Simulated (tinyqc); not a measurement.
# Thin film between two gates, subbands and threshold shift from confinement: effects of single changes

Undoped body with a flat potential across it, hard walls, transport along x. One isotropic valley (g = 1, mx = my = mz = me). Non-parabolicity enters the subband edges through E (1 + al E) = gamma, so E = 2 gamma/(1 + sqrt(1 + 4 al gamma)); motion within a subband is taken as parabolic with the band-edge mass. Energies are counted from the bulk band edge.

Parameters, values chosen for the exercise; masses close to those of In0.53Ga0.47As: temperature T = 77 K; mass at the band edge me = 0.0405 m0; non-parabolicity al = 1.1 1/eV; film thickness (along z) t = 5.1 nm; widening of the box by penetration into the insulator dl = 0.2 nm; gate capacitance per area of interface Cg = 2.9 uF/cm^2.

Constants: q = 1.602176634e-19 C, kB = 1.380649e-23 J/K, hbar = 1.054571817e-34 J s, m0 = 9.1093837015e-31 kg, Vt = kB T/q, hbar^2/(2 m0) = 0.0380998212 eV nm^2. Results are converted to the units shown.

Each table varies one quantity; the others keep the values above.

## Confinement against the film thickness

gamma = C (pi k/(t + dl))^2/mz, C = hbar^2/(2 m0). Each subband has N_k = g sqrt(mx my) m0 kB T/(pi hbar^2); without degeneracy n = exp(EF/Vt) sum N_k exp(-E_k/Vt). Classical value Nc times t, Nc = sum over valleys of 2 g (m m0 kB T/(2 pi hbar^2))^1.5 with m = (mx my mz)^(1/3). Threshold shift dVT = Vt ln(classical value/sum N_k exp(-E_k/Vt)). With degeneracy n = sum N_k F((EF - E_k)/Vt), F(x) = ln(1 + exp(x)); gate: Vg = EF + q n/(Cg P), P = 2 (both faces), summed over the 60 lowest subbands at most, with Vg counted from the value that would put EF at the bulk band edge of an empty body. The last two columns are for Vg = 0.8 V; sensitivity d(dVT)/dt by central differences between 0.99 and 1.01 times the value.

Results:
```
t (nm)	E_1 (meV)	gap to the next edge (meV)	dVT (mV)	sensitivity (mV/nm)	n/P (cm^-2)	share of the lowest subband (%)
3	560.8	856.5	543.2	-251.5	1.379e12	100.0
3.8	402.3	665.3	386.3	-152.2	2.293e12	100.0
4.8	283.2	510.1	268.8	-90.16	2.979e12	100.0
6.1	193.0	380.7	180.1	-51.05	3.644e12	94.17
9.8	84.92	198.3	75.23	-14.97	5.387e12	65.56
12	58.60	145.2	50.26	-8.507	6.147e12	55.30
16	34.10	90.37	27.66	-3.649	7.068e12	44.92
20	22.21	61.16	17.26	-1.817	7.794e12	37.68
```

Estimate the missing row, t = 7.7 nm.

Computed row:
```
t (nm)	E_1 (meV)	gap to the next edge (meV)	dVT (mV)	sensitivity (mV/nm)	n/P (cm^-2)	share of the lowest subband (%)
7.7	130.1	279.9	118.8	-28.42	4.634e12	75.55
```

With this row back in the table: As t grows from 3 to 20 nm, E_1 falls from 561 to 22.2 meV and dVT falls from 543 to 17.3 mV. E_1 goes as t^(-1.41) at the thin end (-2 for a parabolic band without penetration); a thickness error of 0.2 nm moves the threshold by 50 mV in the first row and 0.36 mV in the last. The charge per interface area rises from 1.38e12 to 7.79e12 cm^-2. For t = 6.1, 7.7, 9.8, 12, 16, 20 the charge in the last two columns would bend the potential across the body noticeably, which is left out.

## Charge and subband filling against gate voltage

Same model as above.

Each subband has N_k = g sqrt(mx my) m0 kB T/(pi hbar^2). Cq = q dn/dEF.

Charge and subband filling against gate voltage:
```
Vg (V)	EF - E_1 (eV)	n (cm^-2)	n/P (cm^-2)	share of the lowest subband (%)	Cq/(Cg P)	total C/(Cg P)
0.11	-0.1476	24.66	12.33	100.0	1.027e-10	1.027e-10
0.23	-0.02761	1.737e9	8.684e8	100.0	0.007175	0.007124
0.36	0.06981	1.181e12	5.905e11	100.0	0.4673	0.3185
0.48	0.1516	2.565e12	1.282e12	100.0	0.4673	0.3185
0.61	0.2402	4.064e12	2.032e12	100.0	0.4673	0.3185
0.73	0.3220	5.447e12	2.724e12	100.0	0.4673	0.3185
0.86	0.4106	6.946e12	3.473e12	100.0	0.4674	0.3185
0.98	0.4879	8.491e12	4.246e12	97.21	0.8782	0.4676
1.11	0.5553	1.076e13	5.379e12	87.33	0.9347	0.4831
```

What does the table show?

EF passes E_1 = 0.258 eV at Vg = 0.260 V. The share of the lowest subband falls from 100 to 87.3 % and the total capacitance rises from 1.03e-10 to 0.483 of Cg P. In the last row 52 % of an added gate voltage goes into raising EF (from the last two rows). For Vg = 0.98, 1.11 the charge would bend the potential across the body noticeably, which is left out.

Range of the model: Non-parabolicity also makes carriers heavier within each subband, which is left out, so densities of states are understated at high energy.

Numbers from tinyqc (`OMP_NUM_THREADS=1 python tinyqc.py 2350070 2350071 out.jsonl`; about 0.03 s on one thread of a shared Intel Xeon 2.30GHz).
